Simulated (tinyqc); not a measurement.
Hot electrons in a saturated n-channel MOSFET, lucky-electron model: effect of the drain voltage.

Beyond pinch-off the lateral field grows as Esat cosh(y/l) over the velocity-saturated region (pseudo-two-dimensional model). Impact ionisation in this region gives the substrate current, which biases the body forward through Rsub. Currents are per width. Local-field laws: they overstate ionisation when the field peak is narrower than an energy relaxation length.

Cox = 3.9 eps0/tox, l = sqrt(3 tox xj), Esat = 2 vs/mu. Overdrive g = Vg - VT + kb Vb; Vdsat = g Esat L/(g + Esat L); Id = Cox vs (g - Vdsat); dV = Vd - Id Rd - Vdsat; Em = sqrt((dV/l)^2 + Esat^2); Isub = Id (Ai/Bi) l Em exp(-Bi/Em). Vb = Rsub Isub is solved self-consistently. Lifetime tau = (Hl/Id)(Isub/Id)^(-m); 1 year = 3.15576e7 s.

Values chosen for this exercise; values close to those of silicon n-channel devices:

| symbol | value | unit | meaning |
|---|---|---|---|
| L | 0.25 | um | channel length |
| tox | 5.2 | nm | oxide thickness |
| xj | 79 | nm | junction depth |
| VT | 0.41 | V | threshold |
| mu | 370 | cm^2/(V s) | effective mobility |
| vs | 8.4e6 | cm/s | saturation velocity |
| Ai | 2e6 | 1/cm | ionisation prefactor |
| Bi | 1.64 | MV/cm | ionisation field |
| Rd | 400 | ohm um | resistance of the lightly doped drain |
| Rsub | 21000 | ohm um | substrate resistance |
| kb | 0.33 |  | fall of VT per volt of forward body bias |
| m | 2.9 |  | lifetime exponent |
| Hl | 4100 | s uA/um | lifetime constant |
| Vg | 1.6 | V | gate voltage |

Constants: eps0 = 8.8541878128e-14 F/cm where lengths are in cm. Results are converted to the units shown.

Result of one run:
```
Id (uA/um),Em (MV/cm),Isub (uA/um),Isub/Id,tau (years)
340.5,0.2275,0.2451,7.199e-4,496.2
```

Which drain voltage Vd gave this result: 1.5, 1.67, 2.01, 2.19 or 2.36 V?

Vd = 1.5 V.

The whole series:
```
Vd (V),Id (uA/um),Em (MV/cm),Isub (uA/um),Isub/Id,tau (years)
1.5,340.5,0.2275,0.2451,7.199e-4,496.2
1.67,342.7,0.2745,1.023,0.002986,7.963
1.84,348.2,0.3208,2.883,0.008279,0.4070
2.01,358.6,0.3661,6.372,0.01777,0.04316
2.19,376.8,0.4123,12.45,0.03305,0.006794
2.36,403.0,0.4538,21.09,0.05235,0.001674
```

As Vd goes from 1.5 to 2.36 V, Em rises from 0.227 to 0.454 MV/cm, Isub rises from 0.245 to 21.1 uA/um and tau falls from 496 to 0.00167 years. The slope of ln(tau) against 1/Vd is 60.9 V between the first two rows and 42.6 V between the last two; ten years are last met at Vd = 1.5 V among the rows.

Program tinyqc, `OMP_NUM_THREADS=1 python tinyqc.py 2550145 2550146 out.jsonl`; Intel Xeon 2.30GHz, shared host, one thread, about 0.01 s.
